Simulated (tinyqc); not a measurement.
# Line constants from open and short measurements

Inverse problem. A uniform line of length len, under a quarter wavelength, has Z_open = Zc coth(gamma len) and Z_short = Zc tanh(gamma len); gamma Zc = r + i w l and gamma/Zc = g + i w c, w = 2 pi f. Find r, l and c.

Inputs (values chosen for the exercise): length len = 2.6 mm; frequency f = 0.31 GHz.

Zin with the far end open = 17.6067-1048.8294i ohm
Zin with the far end shorted = 52.834375+0.281039i ohm

Answer. The product of the two impedances is Zc^2 and their ratio tanh^2(gamma len); the principal branch holds below a quarter wavelength.

r = 20.3 ohm/mm
l = 0.231 nH/mm
c = 188 pF/m

Computed by the program tinyqc: `OMP_NUM_THREADS=1 python tinyqc.py 2810187 2810188 out.jsonl`, one thread of a shared Intel Xeon 2.30GHz, about 0.01 s for the whole run.
